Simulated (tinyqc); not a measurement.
# Energy and delay of logic against supply voltage: energy and delay against supply voltage

One expression serves below and above threshold: I(Vg) = Ik [ln(1 + exp((Vg - VT + dd V)/(al nf Vt)))]^al, with I_on = I(V) and I_off = I(0). Gate delay td = kd C V/I_on, clock period LD td. Per gate and cycle the switching energy is act C V^2 and the leakage energy I_off V LD td. No short-circuit current, no variation. Minima are sought above 0.09 V; below a few Vt gates no longer switch and the model has no meaning.

EDP = energy times td.

Inputs (values chosen for the exercise); values of the order met in logic technologies: temperature T = 300 K; threshold voltage at zero drain bias VT = 0.25 V; slope factor nf = 1.42; barrier lowering per volt of supply dd = 0.07; specific current of a gate Ik = 0.73 uA; exponent of the current law al = 1.64; load capacitance of a gate C = 2.3 fF; delay factor kd = 1.1; logic depth LD = 12; activity factor act = 0.2.

Constants: q = 1.602176634e-19 C, kB = 1.380649e-23 J/K, Vt = kB T/q. Results are converted to the units shown.

Result of one run:
```
V (V),I_on (uA),I_off (nA),td (ps),switching (aJ),leakage (aJ),energy (aJ),EDP (fJ ps)
1.08,62.25,6.038,43.90,536.5,3.435,540.0,23.70
```

What becomes of these results when the supply voltage V is changed from 1.08 to 0.15 V, all else the same?

Result of the changed run:
```
V (V),I_on (uA),I_off (nA),td (ps),switching (aJ),leakage (aJ),energy (aJ),EDP (fJ ps)
0.15,0.05378,1.055,7056,10.35,13.40,23.75,167.6
```

The whole series:
```
V (V),I_on (uA),I_off (nA),td (ps),switching (aJ),leakage (aJ),energy (aJ),EDP (fJ ps)
0.15,0.05378,1.055,7056,10.35,13.40,23.75,167.6
0.27,0.8126,1.323,840.7,33.53,3.605,37.14,31.22
0.38,3.660,1.628,262.7,66.42,1.950,68.37,17.96
0.5,9.376,2.041,134.9,115.0,1.652,116.7,15.74
0.62,17.21,2.557,91.16,176.8,1.735,178.6,16.28
0.73,25.94,3.143,71.19,245.1,1.960,247.1,17.59
0.85,37.00,3.934,58.12,332.4,2.332,334.7,19.45
0.97,49.54,4.921,49.54,432.8,2.837,435.7,21.58
1.08,62.25,6.038,43.90,536.5,3.435,540.0,23.70
1.2,77.37,7.541,39.24,662.4,4.261,666.7,26.16
```

td falls from 7060 to 39.2 ps; the energy rises from 23.8 to 667 aJ and the EDP goes from 168 through a minimum of 15.7 (at V = 0.5 V among the rows listed) to 26.2 fJ ps. The exact minima lie at V = 0.156 V for the energy and 0.516 V for the EDP. Going from 1.2 V to the energy minimum saves a factor of 28.1 in energy and costs a factor of 161 in delay. Below the minimum the leakage energy rises faster than the switching energy falls, because the clock period grows so steeply.

Numbers from tinyqc (`OMP_NUM_THREADS=1 python tinyqc.py 2082022 2082023 out.jsonl`; about 0.01 s on one thread of a shared Intel Xeon 2.30GHz).
